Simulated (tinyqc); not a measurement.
Pariser-Parr-Pople SCF with singles CI, for the molecule Oc1cc(F)c[cH-]1 (SMILES; centres numbered as the heavy atoms are written), step by step. One step of it, computed by the program tinyqc.

Problem. PPP integrals. Ohno: gamma = 14.399645/sqrt(R^2 + a^2), a = 2 x 14.399645/(gamma_rr + gamma_ss); H_rr = -W_r - sum_(s != r) z_s gamma_rs; H_rs = beta for bonds.

Centres (angstrom, eV; a flat drawing with bonds scaled to 1.40 angstrom):
```
centre          x          y  core charge z          W   gamma_rr
1O      -2.464000  -0.572000              2  32.610000  18.750000
2C      -1.133000  -0.139000              1  10.990000  11.080000
3C       0.000000  -0.962000              1  10.990000  11.080000
4C       1.133000  -0.139000              1  10.990000  11.080000
5F       2.464000  -0.572000              2  40.040000  20.910000
6C       0.700000   1.192000              1  10.990000  11.080000
7C      -0.700000   1.192000              1  10.990000  11.080000
```

Resonance integrals (eV):
```
i  j       beta
1  2  -2.170000
2  3  -2.390000
3  4  -2.390000
4  5  -2.070000
4  6  -2.390000
6  7  -2.390000
7  2  -2.390000
```

Give: repulsion gamma_rs; core matrix H.

Solution.

repulsion gamma_rs (eV), order 1O, 2C, 3C, 4C, 5F, 6C, 7C:
$$\begin{pmatrix}
18.7500 & 8.4687 & 5.3831 & 3.8405 & 2.8908 & 3.8410 & 5.3831 \\
8.4687 & 11.0800 & 7.5371 & 5.5124 & 3.8572 & 5.5137 & 7.5392 \\
5.3831 & 7.5371 & 11.0800 & 7.5371 & 5.4294 & 5.5144 & 5.5144 \\
3.8405 & 5.5124 & 7.5371 & 11.0800 & 8.6527 & 7.5392 & 5.5137 \\
2.8908 & 3.8572 & 5.4294 & 8.6527 & 20.9100 & 5.4294 & 3.8577 \\
3.8410 & 5.5137 & 5.5144 & 7.5392 & 5.4294 & 11.0800 & 7.5382 \\
5.3831 & 7.5392 & 5.5144 & 5.5137 & 3.8577 & 7.5382 & 11.0800
\end{pmatrix}$$

core matrix H (eV), order 1O, 2C, 3C, 4C, 5F, 6C, 7C:
$$\begin{pmatrix}
-65.3080 & -2.1700 & 0.0000 & 0.0000 & 0.0000 & 0.0000 & 0.0000 \\
-2.1700 & -61.7443 & -2.3900 & 0.0000 & 0.0000 & 0.0000 & -2.3900 \\
0.0000 & -2.3900 & -58.7182 & -2.3900 & 0.0000 & 0.0000 & 0.0000 \\
0.0000 & 0.0000 & -2.3900 & -62.0788 & -2.0700 & -2.3900 & 0.0000 \\
0.0000 & 0.0000 & 0.0000 & -2.0700 & -73.0481 & 0.0000 & 0.0000 \\
0.0000 & 0.0000 & 0.0000 & -2.3900 & 0.0000 & -55.6363 & -2.3900 \\
0.0000 & -2.3900 & 0.0000 & 0.0000 & 0.0000 & -2.3900 & -55.5771
\end{pmatrix}$$
